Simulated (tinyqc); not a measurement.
Narrowing from the saturation current.

Problem. A uniform n-type emitter has J0 = (q p0 D/L)(s + tanh(W/L))/(1 + s tanh(W/L)), D = mup Vt, s = S L/D, and p0 = (ni^2/N) exp(dE_app/kB T), where dE_app = dEg + kB T ln[(N/Nc) exp(-eta)]. Find p0, dE_app and dEg.

Inputs (values chosen for the exercise); band and dielectric values close to those of silicon: temperature T = 350 K; conduction-band density of states at 350 K Nc = 3.49e19 cm^-3; ionised donor density N = 1.2e19 cm^-3; minority-hole mobility mup = 190 cm^2/(V s); emitter width W = 520 nm; recombination velocity at the contact S = 2200 cm/s.

Constants: q = 1.602176634e-19 C, kB = 1.380649e-23 J/K, Vt = kB T/q. Results are converted to the units shown.

J0 = 15981.194 fA/cm^2
L = 2984.2910 nm
ni = 2.4982967e11 cm^-3
converged eta = -0.94659380

Answer. J0 gives p0, its ratio to ni^2/N gives dE_app, and the degeneracy term is taken off.

p0 = 1.845e4 cm^-3
dE_app = 38.19 meV
dEg = 41.84 meV

Computed by the program tinyqc: `OMP_NUM_THREADS=1 python tinyqc.py 2330151 2330152 out.jsonl`, one thread of a shared Intel Xeon 2.30GHz, about 0.01 s for the whole run.
